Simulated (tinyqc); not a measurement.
Nudged elastic band on a two-dimensional model surface: one step, computed by the program tinyqc.

V(x, y) = -A (cos kx + cos ky) - B cos kx cos ky + (C sin ky + S sin kx)(1 - cos kx), k = 2 pi/a; the atom hops from the minimum at (0, 0) to that at (a, 0).

Task: Iteration 2. Tangent at image i: towards the higher neighbour if the energies rise or fall through i; at a maximum or minimum, tau = t+ dmax + t- dmin if V(i+1) > V(i-1), else t+ dmin + t- dmax, with t+ = R(i+1) - R(i), t- = R(i) - R(i-1) and dmax, dmin the larger and smaller of |V(i+1) - V(i)| and |V(i-1) - V(i)|; then normalise. Force F = -grad V + (grad V.tau) tau + k_s (|t+| - |t-|) tau. With a climbing image, the highest image feels instead F = -grad V + 2 (grad V.tau) tau and no spring. Update R(new) = R + eta F; the end points stay fixed.

Inputs (values chosen for the exercise, for a model surface):
```
quantity               value           unit
amplitude A             0.25             eV
amplitude B          -0.0077             eV
skew C                 0.047             eV
asymmetry S           -0.033             eV
period a                 3.7       angstrom
spring constant k_s      0.3  eV/angstrom^2
step factor eta         0.51  angstrom^2/eV
```

Surface: adatom on a square lattice. Climbing image: on.

images after iteration 1 (angstrom):
```
                x          y
image 1  0.925000  -0.040705
image 2  1.907160  -0.081410
image 3  2.775000  -0.040705
```

positions (angstrom):
```
               x          y
start   0.000000   0.000000
end     3.700000   0.000000
saddle  2.008074  -0.202767
```

Give: unit tangents; forces; images after iteration 2.

Result:

unit tangents:
```
              x        y
image 1  0.9991  -0.0414
image 2  1.0000   0.0061
image 3  0.9989   0.0469
```

forces (eV/angstrom):
```
               x         y
image 1  0.01444  -0.06540
image 2  0.07312  -0.09655
image 3  0.02048  -0.07101
```

images after iteration 2 (angstrom):
```
             x       y
image 1  0.932  -0.074
image 2  1.944  -0.131
image 3  2.785  -0.077
```
